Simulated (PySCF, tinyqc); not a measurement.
Worked calculation: G0W0 on RHF in the sto-3g basis, for H4, spin multiplicity 1. The lowest restricted solution is unstable here: a spin-polarised one lies 0.0069 hartree lower (PySCF). One step of it, computed by the program tinyqc.

Question. Integrals over molecular orbitals. (pq|rs) = sum C_ip C_jq C_kr C_ls (ij|kl), one index at a time.

coefficients C:
```
,MO1,MO2,MO3,MO4
1H 1s,0.366819,0.479003,0.666145,-0.606533
2H 1s,0.439417,0.408224,-0.533849,0.767941
3H 1s,0.439417,-0.408224,-0.533849,-0.767941
4H 1s,0.366819,-0.479003,0.666145,0.606533
```

core Hamiltonian H = T + V (hartree):
```
,1H 1s,2H 1s,3H 1s,4H 1s
1H 1s,-1.214756,-0.655879,-0.050157,-0.003520
2H 1s,-0.655879,-1.407514,-0.375141,-0.050157
3H 1s,-0.050157,-0.375141,-1.407514,-0.655879
4H 1s,-0.003520,-0.050157,-0.655879,-1.214756
```

Two-electron integrals (ij|kl) in chemists' order, unique and non-zero (hartree):
```
i,j,k,l,(ij|kl)
1,1,1,1,0.774606
2,1,1,1,0.223148
2,1,2,1,0.088683
2,2,1,1,0.415129
2,2,2,1,0.223148
2,2,2,2,0.774606
3,1,1,1,0.009471
3,1,2,1,0.004444
3,1,2,2,0.013772
3,1,3,1,0.000299
3,2,1,1,0.056564
3,2,2,1,0.029913
3,2,2,2,0.109257
3,2,3,1,0.002521
3,2,3,2,0.024678
3,3,1,1,0.186112
3,3,2,1,0.091416
3,3,2,2,0.319973
3,3,3,1,0.009471
3,3,3,2,0.109257
3,3,3,3,0.774606
4,1,1,1,0.000413
4,1,2,1,0.000209
4,1,2,2,0.000717
4,1,3,1,0.000017
4,1,3,2,0.000161
4,1,3,3,0.000717
4,1,4,1,1.08e-06
4,2,1,1,0.005264
4,2,2,1,0.002662
4,2,2,2,0.009471
4,2,3,1,0.000243
4,2,3,2,0.002521
4,2,3,3,0.013772
4,2,4,1,0.000017
4,2,4,2,0.000299
4,3,1,1,0.058987
4,3,2,1,0.027656
4,3,2,2,0.091416
4,3,3,1,0.002662
4,3,3,2,0.029913
4,3,3,3,0.223148
4,3,4,1,0.000209
4,3,4,2,0.004444
4,3,4,3,0.088683
4,4,1,1,0.130564
4,4,2,1,0.058987
4,4,2,2,0.186112
4,4,3,1,0.005264
4,4,3,2,0.056564
4,4,3,3,0.415129
4,4,4,1,0.000413
4,4,4,2,0.009471
4,4,4,3,0.223148
4,4,4,4,0.774606
```

Give: one-electron integrals over orbitals h = C^T H C; Two-electron integrals over orbitals.

Answer.

one-electron integrals over orbitals h = C^T H C (hartree):
```
,1,2,3,4
1,-1.4715,0.0000,0.1042,0.0000
2,0.0000,-1.3737,0.0000,-0.0891
3,0.1042,0.0000,-1.0930,0.0000
4,0.0000,-0.0891,0.0000,-0.9803
```

Two-electron integrals over orbitals (pq|rs), unique and non-zero (hartree):
```
p,q,r,s,(pq|rs)
1,1,1,1,0.4042
2,1,2,1,0.1899
2,2,1,1,0.3911
2,2,2,2,0.3978
3,1,1,1,-0.0443
3,1,2,2,0.0014
3,1,3,1,0.1121
3,2,2,1,0.0626
3,2,3,2,0.1113
3,3,1,1,0.3914
3,3,2,2,0.3934
3,3,3,1,-0.0033
3,3,3,3,0.4070
4,1,2,1,0.0192
4,1,3,2,-0.0868
4,1,4,1,0.0979
4,2,1,1,0.0504
4,2,2,2,0.0075
4,2,3,1,-0.1114
4,2,3,3,0.0048
4,2,4,2,0.1154
4,3,2,1,-0.1878
4,3,3,2,-0.0652
4,3,4,1,-0.0176
4,3,4,3,0.1994
4,4,1,1,0.4194
4,4,2,2,0.4065
4,4,3,1,-0.0477
4,4,3,3,0.4166
4,4,4,2,0.0542
4,4,4,4,0.4513
```
